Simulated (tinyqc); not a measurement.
Minimum-mode following (dimer method) and harmonic rate on a two-dimensional model surface. Changing the starting point (curvature and rotation are those of the first step). Computed by tinyqc, a small Python program. Command: `OMP_NUM_THREADS=1 python tinyqc.py 3004897 3004898 out.jsonl dimer sweep`. One thread of a shared host (Intel(R) Xeon(R) Processor @ 2.30GHz), about 0.06 s of CPU time with the checks.

V(x, y) = h u^2 + t x + (kappa/2)(y + c u)^2 with u = x^2/w^2 - 1; the path runs from the minimum near (-w, 0) to that near (w, 0).

Inputs (values chosen for the exercise, for a model surface):
```
quantity,value,unit
height h,1.3,eV
half width w,1.6,angstrom
transverse stiffness kappa,6,eV/angstrom^2
curvature c,0.28,angstrom
tilt t,0.18,eV/angstrom
offset of the start in y,-0.041,angstrom
first angle of the dimer,15,degrees
half length delta,0.005,angstrom
step factor eta,0.087,angstrom^2/eV
```

Surface: curved double well.

Method:
- Newton steps x(new) = x - H^-1 grad V (moves limited to 0.3 angstrom) from (-w, 0), (w, 0) and (0, c) give the two minima and the saddle.
- R0 = start minimum + fraction x (saddle - minimum) + (0, offset); in practice such a guess comes from a displaced minimum.
- Dimer at R with unit axis N = (cos phi, sin phi) and normal T = (-sin phi, cos phi). Gradients g at R +/- delta N and at R +/- delta T give H N and H T by central differences, (g+ - g-)/(2 delta). With C_N = N.H N, C_T = T.H T and b = T.H N, rotate by theta = (1/2) atan2(-2b, C_T - C_N), the angle of least curvature C = (C_N + C_T)/2 - sqrt((C_N - C_T)^2/4 + b^2).
- Translate along F = -g + 2 (g.N) N if C < 0, else along F = (g.N) N, with the new axis: R(new) = R + eta F, the move limited to 0.2 angstrom.
- R0 = start minimum + fraction x (saddle - minimum) + (0, offset). Stop when |g| is below 1e-5 eV/angstrom, after 150 steps at most.

One run for each value:
```
start as a fraction of the way from minimum to saddle,steps,least curvature C (eV/angstrom^2),rotation theta (degrees)
0.2,70,1.6613,6.412
0.3,68,0.7737,0.752
0.4,66,-0.0384,-3.333
0.5,65,-0.7371,-6.394
0.6,63,-1.3021,-8.807
0.7,62,-1.7223,-10.815
0.8,59,-1.9914,-12.579
0.9,56,-2.1063,-14.218
```

Describe and explain the trends.

Over the rows, steps falls from 70.0 to 56.0 (exponent d ln y / d ln x -0.071 between the first rows and -0.44 between the last). Starts with a positive curvature must first climb out of the convex region around the minimum.

Extremes, crossings and ranges named in words are read from the listed rows.
